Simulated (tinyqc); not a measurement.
Berg model of reactive sputtering of a nitride or oxide: poisoning, hysteresis and pumping speed: one step, computed by the program tinyqc. Command: `OMP_NUM_THREADS=1 python tinyqc.py 3007398 3007399 out.jsonl berg walk`. One thread of a shared host (Intel(R) Xeon(R) Processor @ 2.30GHz), about 0.03 s of CPU time with the checks.

A diatomic gas reacts with bare metal on the target and on the collecting surfaces; ions remove metal and compound from the target. theta_t and theta_c are the compound fractions.

Question. Steady state at the pressure P. Ion flux j = J/e; gas flux F = P/sqrt(2 pi M k_B T). Target: (2/z) alpha F (1 - theta_t) = j Y_c theta_t. Sputtered flows F_c = j Y_c theta_t A_t, F_m = j Y_m (1 - theta_t) A_t. Collector: (2/z) alpha F (1 - theta_c) A_c + F_c (1 - theta_c) = F_m theta_c. Gas use Q = alpha F [(1 - theta_t) A_t + (1 - theta_c) A_c] + P S/(k_B T); 1 sccm = 4.4780e17 molecules/s. Rate R = F_m + F_c, given relative to j Y_m A_t.

Inputs (values chosen for the exercise, close to those used for tantalum nitride): ion current density J = 37 mA/cm^2; target area A_t = 110 cm^2; collecting area A_c = 2900 cm^2; metal yield Y_m = 0.59; compound yield Y_c = 0.19; sticking coefficient alpha = 0.19; reactive atoms per metal atom z = 1; gas mass M = 28 u; pumping speed S = 860 l/s; gas temperature T = 300 K; reactive partial pressure P = 0.0048 Pa.

Constants: e = 1.602176634e-19 C; u = 1.6605390666e-27 kg; k_B = 1.380649e-23 J/K.

Give: ion flux j; gas flux F; theta_t; theta_c; gas use; total flow Q; rate relative to clean metal.

Answer.

ion flux j = 2.309e+17 1/(cm^2 s)

gas flux F = 1.380e+16 1/(cm^2 s)

theta_t = 0.1067

theta_c = 0.5401

gas use (sccm): target 0.575, collector 7.809, pump 2.226

total flow Q = 10.61 sccm

rate relative to clean metal = 0.9276

The target is mostly metallic. The film is 54.0 % compound.
